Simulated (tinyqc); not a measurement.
## Thermal resistances of a two-die stack

Inverse problem. Heat leaves through the lower die only, and the system is linear. Find the resistance R1 from the lower die to the coolant, R2 between the dies, and the rise of the upper die when both are powered.

Parameters, values chosen for the exercise:
- P1 = 16 W (power of the lower die)
- P2 = 4.6 W (power of the upper die)

rises of the lower and upper die with only the lower one powered (K): [6.08, 6.08]
rises of the lower and upper die with only the upper one powered (K): [1.748, 2.07]

Answer. With only the lower die powered no heat crosses R2, so both dies rise by P1 R1; the difference in the second test is P2 R2; rises add.

R1 = 0.380 K/W
R2 = 0.0700 K/W
rise of the upper die = 8.15 K

Computed by the program tinyqc: `OMP_NUM_THREADS=1 python tinyqc.py 2162051 2162052 out.jsonl`, one thread of a shared Intel Xeon 2.30GHz, about 0.03 s for the whole run.
